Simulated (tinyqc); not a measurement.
Changing the temperature T: Bloch-Grueneisen resistivity of a metal. Computed by tinyqc, a small Python program. Command: `OMP_NUM_THREADS=1 python tinyqc.py 3025374 3025375 out.jsonl bg sweep`. One thread of a shared host (Intel(R) Xeon(R) Processor @ 2.30GHz), about 0.01 s of CPU time with the checks.

Electrons scatter from a Debye spectrum of phonons (n = 5 for scattering within one band, n = 3 for scattering into a second, heavy band) and from static defects.

Inputs (values chosen for the exercise, modelled on iridium):
```
quantity                      value            unit
exponent n                        5               -
Debye temperature Theta         308               K
transport coupling lambda_tr   0.34               -
Drude plasma energy hbar w_p    8.7              eV
residual resistivity rho_0     0.59     microohm cm
coefficient A of T^2            1.6  picoohm cm/K^2
```

Addition: T^2 term.

Constants: k_B = 1.380649e-23 J/K; hbar = 1.054571817e-34 J s; eps_0 = 8.8541878128e-12 F/m; hbar = 6.582119569e-16 eV s; k_B = 8.617333262e-05 eV/K.

Method:
- rho_ph = (n - 1) rho_1 (T/Theta)^n J_n(Theta/T), with rho_1 = 2 pi lambda_tr k_B Theta/(hbar eps_0 w_p^2), the high-temperature line at T = Theta.
- J_n(y) = int_0^y x^n e^x/(e^x - 1)^2 dx, by 96 Gauss-Legendre points (upper limit at most 60).
- rho = rho_0 + A T^2 + rho_ph.
- Temperature coefficient (1/rho) d rho/dT by a central difference of +/- 0.5 K; residual ratio rho(295 K)/rho(4.2 K); scattering time tau = 1/(eps_0 w_p^2 rho); Wiedemann-Franz kappa = L_0 T/rho, L_0 = (pi^2/3)(k_B/e)^2.

One run for each value; columns: (1) temperature T (K); (2) resistivity rho (microohm cm); (3) phonon resistivity rho_ph (microohm cm); (4) temperature coefficient (1e-3/K); (5) Wiedemann-Franz conductivity (W/(m K)):
```
(1)     (2)         (3)     (4)     (5)
10    0.590  9.9999e-05   0.139   41.39
16    0.591  1.0484e-03   0.641   66.09
27    0.605  1.3943e-02   4.239  109.01
45    0.721  1.2736e-01  14.818  152.56
74    1.182  5.8306e-01  16.498  152.97
120   2.150  1.5374e+00  10.005  136.33
200   3.833  3.1790e+00   5.359  127.47
330   6.451  5.6870e+00   3.089  124.97
550  10.847  9.7730e+00   1.857  123.87
900  18.053  1.6167e+01   1.167  121.79
```

What does the table show, and why?

Over the rows, resistivity rho (microohm cm) rises from 0.590 to 18.1 (exponent d ln y / d ln x 0.0043 between the first rows and 1.0 between the last); phonon resistivity rho_ph (microohm cm) rises from 1.00e-4 to 16.2 (exponent d ln y / d ln x 5.0 between the first rows and 1.0 between the last); temperature coefficient (1e-3/K) goes from 0.139 through a maximum among these rows, 16.5 at 74.0, to 1.17. At the low end the exponent of phonon resistivity rho_ph is 5.00, close to 5: the T^5 law. At the high end the exponent of phonon resistivity rho_ph is 1.02, close to 1: the linear law of classical vibrations. At the low end the exponent of Wiedemann-Franz conductivity is 1.00, close to 1: defect scattering, constant rho.

Caution (rows 74.0, 120): below about Theta/2 small-angle phonon scattering degrades heat flow more than charge flow, so a thermal conductivity taken from rho by the Wiedemann-Franz law would be too high.

Extremes, crossings and ranges named in words are read from the listed rows.
